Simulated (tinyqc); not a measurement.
Tight binding, honeycomb lattice, step by step. One step of it, computed by the program tinyqc.

Problem. Bloch Hamiltonian at K. H_AB = -t1 (1 + exp(-i k.a1) + exp(-i k.a2)); H_AA = delta - 2 t2 sum cos(k.b + phi), H_BB = -delta - 2 t2 sum cos(k.b - phi), b = a1, a2 - a1, -a2.

Parameters chosen for this model:
```
parameter      value                        unit
t1          2.570000                 eV, nearest
t2          0.070000       eV, second neighbours
phi        -0.740000  rad, phase of t2 (Haldane)
delta              0          eV, +/- on A and B
```

k point K (fractions of the reciprocal vectors): 0.333333  0.666667

Give: H(k) at K.

Solution.

H(k) at K (eV):
```
        A      B
A  -0.090  0.000
B   0.000  0.400
```
